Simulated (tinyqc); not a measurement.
Random telegraph noise from one oxide trap in a small MOSFET: two steps of the calculation.

An acceptor-like trap exchanges electrons with the channel. Inversion charge Q = Cox u, u = n Vt W0(exp((Vg - VT)/(n Vt))), W0 the Lambert function, n = nf, Cox = eps0 eox/tox; linear regime Id = (W/L) mu Q Vd. Relative to threshold the surface potential rises by Vt ln(u/u0) and the oxide voltage by the rest of Vg - VT, with u0 = n Vt W0(1).

Parameters, values chosen for the exercise; values of the order met in silicon transistors:
```
symbol,value,unit,meaning
T,300,K,temperature
eox,3.9,,relative permittivity of the gate insulator (close to silicon dioxide)
tox,1.2,nm,insulator thickness
xt,0.56,nm,depth of the trap from the channel interface
E0,0.23,eV,trap level above the channel Fermi level at threshold
s0,6e-17,cm^2,capture prefactor
EB,0.2,eV,capture barrier (lattice relaxation)
lt,0.16,nm,tunnelling decay length
vth,2.2e7,cm/s,thermal velocity
zi,1.6,nm,thickness of the inversion layer
VT,0.49,V,threshold voltage
nf,1.22,,body factor
W,43,nm,gate width
L,99,nm,gate length
mu,200,cm^2/(V s),mobility
asc,0,V s,scattering coefficient of the charged trap
Vd,0.1,V,drain voltage
Vg,0.93,V,gate voltage
```

Constants: q = 1.602176634e-19 C, kB = 1.380649e-23 J/K, Vt = kB T/q, eps0 = 8.8541878128e-14 F/cm where lengths are in cm. Results are converted to the units shown.

Problem 1. Trap level, time constants and occupancy. N = Cox u/q; dpsi = Vt ln(u/u0); E = E0 - dpsi - (xt/tox)(Vg - VT - dpsi); capture time tc = 1/[(N/zi) vth s0 exp(-xt/lt - EB/Vt)]; emission time te = tc exp(-E/Vt); occupancy te/(tc + te).

Find: u; N; dpsi; E; tc; te; occupancy.

Solution 1.

u = 0.3629 V
N = 6.519e12 cm^-2
dpsi = 0.07782 V
E = -0.01684 eV
tc = 1.410e-6 s
te = 2.705e-6 s
occupancy = 0.6573

The trap lies 0.65 Vt below the Fermi level, so it is filled 65.7 % of the time.

Problem 2. Step height. A = W L; threshold step dV = q (1 - xt/tox)/(Cox A); gm/Id = 1/(u + n Vt); relative step dI/I = (gm/Id) dV + asc mu/A. Id as defined.

u = 0.36294845 V
N = 6.5187849e12 cm^-2

Give: electrons in the channel N A; dV; gm/Id; number part of dI/I; dI/I; Id; dI.

Solution 2.

electrons in the channel N A = 277.50
dV = 0.69755 mV
gm/Id = 2.5349 1/V
number part of dI/I = 0.17682 %
dI/I = 0.17682 %
Id = 9.0728 uA
dI = 16.043 nA

Range of the model: VT is taken as given; short-channel effects and the uneven flow of current among few electrons are left out.

Program tinyqc, `OMP_NUM_THREADS=1 python tinyqc.py 2710130 2710131 out.jsonl`; Intel Xeon 2.30GHz, shared host, one thread, about 0.01 s.
